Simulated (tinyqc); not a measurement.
# Worked calculation: a square-lattice strip 2 sites wide, recursive Green functions

tinyqc, about 0.01 s, one thread, Intel Xeon 2.30GHz (shared host): `OMP_NUM_THREADS=1 python tinyqc.py 2660006 2660007 out.jsonl` Printed values are rounded.

The device has N = 5 slices of 2 site(s), nearest-neighbour hopping -t, and site energies U; the leads are semi-infinite continuations with site energy 0. V = <i+1|H|i> = -t 1.

Parameters, values chosen for the exercise: hopping (matrix element -t) t = 1.8 eV; site energies, slice by slice (2 a slice) U = [0.02, 0.26, 0.34, 0.39, -0.13, 0.11, 0.16, -0.34, -0.36, -0.11] eV; energy E = 0.49 eV.

## Self-energy of the leads

Transverse modes n = 1..2: chi_n(j) = sqrt(2/3) sin(pi n j/3), energy e_n = -2 t cos(pi n/3). Sigma = t^2 sum_n chi_n chi_n^T g(E - e_n), g(x) = (x - i sqrt(4 t^2 - x^2))/(2 t^2) for |x| < 2 t and (x - sign(x) sqrt(x^2 - 4 t^2))/(2 t^2) otherwise; Gamma = i (Sigma - Sigma^dagger); both leads give the same.

Sigma (eV):

|  | 1 | 2 |
|---|---|---|
| 1 | 0.245000-1.532736i | 0.900000+0.143860i |
| 2 | 0.900000+0.143860i | 0.245000-1.532736i |

Gamma (eV):

|  | 1 | 2 |
|---|---|---|
| 1 | 3.065472 | -0.287721 |
| 2 | -0.287721 | 3.065472 |

open modes = 2

## Slice 1

Forward pass: g_1 = (E - H_1 - Sigma)^(-1), g_i = (E - H_i - V g_(i-1) V^dagger)^(-1), with Sigma also subtracted on the last slice; G_(i,1) = g_i V G_(i-1,1), starting from g_1. H_i is the block of slice i: its site energies on the diagonal and -t between neighbouring rows.

g_1 (1/eV):

|  | 1 | 2 |
|---|---|---|
| 1 | 0.0918165-0.4708550i | 0.2851647+0.0069288i |
| 2 | 0.2851647+0.0069288i | 0.0179551-0.4845090i |

## Slice 2

As before.

g_2 (1/eV):

|  | 1 | 2 |
|---|---|---|
| 1 | -0.0332286-0.4941723i | 0.2757951-0.0182627i |
| 2 | 0.2757951-0.0182627i | 0.0269955-0.4826485i |

G_(2,1) (1/eV):

|  | 1 | 2 |
|---|---|---|
| 1 | 0.2825295+0.0594437i | 0.0179066+0.4951869i |
| 2 | -0.0499784+0.4841704i | 0.2782607+0.0450765i |

## Slice 3

As before.

g_3 (1/eV):

|  | 1 | 2 |
|---|---|---|
| 1 | 0.1204243-0.4449171i | 0.2291086+0.1294963i |
| 2 | 0.2291086+0.1294963i | 0.0115653-0.5094124i |

G_(3,1) (1/eV):

|  | 1 | 2 |
|---|---|---|
| 1 | 0.0246201+0.0253587i | -0.5046988-0.1764481i |
| 2 | -0.5455739-0.1462766i | 0.0609149+0.0458239i |

## Slice 4

As before.

g_4 (1/eV):

|  | 1 | 2 |
|---|---|---|
| 1 | 0.0342188-0.4702134i | 0.2900223+0.0416585i |
| 2 | 0.2900223+0.0416585i | 0.1979814-0.3143675i |

G_(4,1) (1/eV):

|  | 1 | 2 |
|---|---|---|
| 1 | 0.2508632+0.1365484i | 0.1520653-0.4447906i |
| 2 | 0.2662455-0.2716756i | 0.2026040+0.1480972i |

## Slice 5

As before.

g_5 (1/eV):

|  | 1 | 2 |
|---|---|---|
| 1 | 0.0513063-0.3221112i | -0.0034009-0.0356200i |
| 2 | -0.0034009-0.0356200i | -0.0448013-0.3907689i |

G_(5,1) (1/eV):

|  | 1 | 2 |
|---|---|---|
| 1 | -0.0832898+0.1482476i | 0.2355911+0.1431412i |
| 2 | 0.2053437+0.1822844i | -0.0583817+0.1614783i |

## Transmission and its channels

T(E) = Tr[Gamma G_(N,1) Gamma G_(N,1)^dagger]. The non-zero eigenvalues T_n of the matrix under the trace are the channel transmissions; Fano factor sum T_n (1 - T_n)/sum T_n.

T(E) = 1.920862
T_n: [0.9745192, 0.9463426]
Fano factor = 0.03936246

With 2 open mode(s) in the leads T(E) cannot exceed 2. Inverting the whole matrix gives the same value.
